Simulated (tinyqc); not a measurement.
Band-to-band tunnelling across a p-n junction in a two-band chain, step by step. Values are carried at full precision from step to step, so a last printed digit may differ when a step is redone from the rounded ones.

Sites alternate A at -Eg/2 and C at +Eg/2 with hopping -t; near the edges, with k counted from the zone boundary pi/a, E^2 = (Eg/2)^2 + (t a k)^2, so t = sqrt(c Eg/m)/a gives the mass m, c = hbar^2/2m0. In the gap cosh(q a) = 1 + (Eg^2/4 - e^2)/(2 t^2), e the energy from the local mid-gap. The potential is V0 = Eg + ov on the p side (left), 0 on the n side, and falls linearly over the 2N sites of the junction, V_j = V0 (1 - j/(2N + 1)), j = 1 to 2N, site 1 being A. E = Eg/2 + x ov. A half chain that ends on a site of level e1 with neighbour e2 has g = (1 + z)/(E - e1), z = exp(-/+ i k a) the root with Im g < 0, cos(k a) = (E - e1)(E - e2)/(2 t^2) - 1. S_L = t^2 g (ending on C, shifted by V0), S_R = t^2 g (starting on A). T = 4 Im(S_L) Im(S_R) |G_(1,2N)|^2.

Constants: hbar^2/2m0 = 3.80998211 eV angstrom^2.

Values chosen for the exercise (gap and mass near those of InAs; the results hold for these values, not for the real material):

| symbol | value | unit | meaning |
|---|---|---|---|
| Eg | 0.363 | eV | gap |
| m | 0.0237 | m0 | mass of electron and light hole |
| a | 4 | angstrom | period (two sites) |
| ov | 0.45 | eV | overlap: top of the valence band on the p side above the conduction edge on the n side |
| N | 4 |  | periods in the small junction |
| x | 0.5 |  | energy above the n-side conduction edge, as a share of ov |

## Hopping, field and tunnelling length

Form t, V0, E, the field F = V0/((2N + 1) a/2) (1 V/angstrom = 100 MV/cm) and the length Eg/F over which E lies in the gap.

t = 1.9098 eV
V0 = 0.8130 eV
E = 0.4065 eV
F = 4.517 MV/cm
tunnelling length = 8.04 angstrom

So short a junction keeps the matrix small; its field is above the 1 to 3 MV/cm of tunnel diodes.

## Self-energies of the two sides

Form cos(k a) and S for each side.

cos(k a): left -0.981863, right -0.981863

S_L, S_R (eV): -0.11250-1.17599i  0.11250-1.17599i

## Recursive Green function

g_1 = 1/(E - e_1 - S_L); g_j = 1/(E - e_j - t^2 g_(j-1)), with S_R also subtracted at the last site; G_1j = G_1(j-1) (-t) g_j, G_11 = g_1; e_j is the site level plus V_j. The self-energies stand in the order S_L, S_R.

Sweep:

| j | e_j (eV) | g_j (1/eV) | G_1j (1/eV) |
|---|---|---|---|
| 1 | 0.5412 | -0.0160-0.8500i | -0.0160-0.8500i |
| 2 | 0.8138 | -0.0358-0.3185i | 0.5160-0.0679i |
| 3 | 0.3605 | 0.1280-0.8413i | -0.0170+0.8457i |
| 4 | 0.6332 | -0.0701-0.3101i | -0.5030+0.1031i |
| 5 | 0.1798 | 0.3191-0.7482i | 0.1592-0.7816i |
| 6 | 0.4525 | -0.1358-0.3063i | 0.4984-0.1096i |
| 7 | -0.0008 | 0.4377-0.5417i | -0.3032+0.6072i |
| 8 | 0.2718 | -0.1268-0.2540i | -0.3679 |

T = 0.7488

## WKB for the same field

T = exp(-2 I/F), I = integral of q de across the gap. Continuum: q = sqrt(Eg^2/4 - e^2)/(t a), I = pi Eg^2/(8 t a). Lattice: q from the cosh formula, 12 Gauss-Legendre points in u with e = (Eg/2) sin(u), u from -pi/2 to pi/2. F in V/angstrom is the value in MV/cm over 100.

I (eV/angstrom): continuum 0.006774, lattice 0.006772

T by WKB: continuum 0.7409, lattice 0.7409

The chain gives 0.7488, 1.011 times the lattice WKB value; the exponent is only 0.30, and reflections at the two kinks of the potential count.

## Checks

- G_(1,2N) from the sweep against inversion of the whole matrix (size): both 0.36792.

tinyqc: `OMP_NUM_THREADS=1 python tinyqc.py 1482041 1482042 out.jsonl`; about 0.01 s, one thread, shared Intel(R) Xeon(R) Processor @ 2.30GHz.
